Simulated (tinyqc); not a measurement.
Frequency dispersion of an accumulation capacitance by border traps, distributed model: two steps of the calculation.

Traps spread evenly through the insulator exchange electrons with the semiconductor by tunnelling, with tau(x) = t0 exp(2 ka x) at depth x from the interface. The admittance per area Y seen at depth x obeys dY/dx = -Y^2/(i w eps0 eox) + q Nb ln(1 + i w tau)/tau, with Y(0) = i w Cs and w = 2 pi f; the gate sees Y(tox) = G + i w C. Working variable y = Y/(i w), in uF/cm^2. Cox = eps0 eox/tox.

Values chosen for this exercise; permittivity close to that of aluminium oxide:
- eox = 8.56 (relative permittivity of the insulator)
- tox = 3.1 nm (insulator thickness)
- Cs = 1.6 uF/cm^2 (semiconductor capacitance in accumulation)
- Nb = 3.5e19 cm^-3 eV^-1 (density of border traps)
- ka = 4.7 1/nm (decay constant of the wave function in the insulator)
- t0 = 2e-9 s (time constant of a trap at the interface)
- f = 1e5 Hz (frequency)
- xe = 1.2 nm (depth down to which the steps are taken)

Constants: q = 1.602176634e-19 C, eps0 = 8.8541878128e-14 F/cm where lengths are in cm. Results are converted to the units shown.

Question 1. Scales and lumped estimate. Cox; trap-free value 1/(1/Cox + 1/Cs); response depth d = ln(1/(w t0))/(2 ka), where w tau = 1; lumped estimate: all traps within d act as C_bt = q Nb d placed at d/2, so C = 1/{1/[1/(1/Cs + d/(2 eps0 eox)) + C_bt] + (tox - d/2)/(eps0 eox)}.

Wanted: Cox; trap-free C; d; C_bt; lumped C.

Answer 1.

Cox = 2.4449 uF/cm^2
trap-free C = 0.96710 uF/cm^2
d = 0.71057 nm
C_bt = 0.39846 uF/cm^2
lumped C = 1.1209 uF/cm^2

The traps within reach amount to 0.249 Cs and lie in the first 22.9 % of the insulator.

Question 2. Midpoint steps through the active depth. In terms of y: dy/dx = -y^2/(eps0 eox) + s(x), s = q Nb ln(1 + z)/z, z = i w tau. 9 midpoint steps of h = xe/9: y_half = y + (h/2) y'(x, y), y(new) = y + h y'(x + h/2, y_half).

Give: x; s; y.

Answer 2.

x, point 0 to 9 (nm): [0, 0.13333, 0.26667, 0.40000, 0.53333, 0.66667, 0.80000, 0.93333, 1.0667, 1.2000]
s, point 0 to 9 (uF/(cm^2 nm)): [0.56076-0.00035i, 0.56076-0.00123i, 0.56072-0.00432i, 0.56022-0.01511i, 0.55422-0.05207i, 0.49535-0.15391i, 0.28148-0.22403i, 0.10004-0.14518i, 0.03029-0.06604i, 0.00879-0.02592i]
y, point 0 to 9 (uF/cm^2): [1.6000+0.0000i, 1.6289-0.0001i, 1.6562-0.0004i, 1.6819-0.0014i, 1.7059-0.0050i, 1.7259-0.0170i, 1.7269-0.0434i, 1.6981-0.0657i, 1.6560-0.0748i, 1.6113-0.0759i]

Program tinyqc, `OMP_NUM_THREADS=1 python tinyqc.py 2202041 2202042 out.jsonl`; Intel Xeon 2.30GHz, shared host, one thread, about 0.4 s.
